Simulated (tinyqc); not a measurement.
From results back to parameters: deformation-potential model of the X valleys of a conduction band. Three cases, with inputs chosen for the exercise.

Problem. An ellipsoidal valley with ml > mt has the density-of-states mass m_d = (ml mt^2)^(1/3) and, averaged over equivalent valleys, the conductivity mass m_c = 3/(1/ml + 2/mt).

Find: K = ml/mt; mt; ml.

Method. With K = ml/mt, m_d/m_c = K^(1/3) (2 + 1/K)/3, which rises steadily for K > 1 and so fixes K; then mt = m_d K^(-1/3) and ml = K mt.

Case 1.

m_d = 0.3646925 m0
m_c = 0.2834567 m0

Solution.

K = ml/mt = 5.549
mt = 0.206 m0
ml = 1.143 m0

Case 2.

m_d = 0.5006793 m0
m_c = 0.3483414 m0

Solution.

K = ml/mt = 8.431
mt = 0.246 m0
ml = 2.074 m0

Case 3.

m_d = 0.3492609 m0
m_c = 0.2680325 m0

Solution.

K = ml/mt = 5.835
mt = 0.194 m0
ml = 1.132 m0

Computed by tinyqc, one run a case: `OMP_NUM_THREADS=1 python tinyqc.py N N+1 out.jsonl` with N = 1050015, 1050076, 1050124; one thread of a shared Intel(R) Xeon(R) Processor @ 2.30GHz, about 0.03 s a run at most.
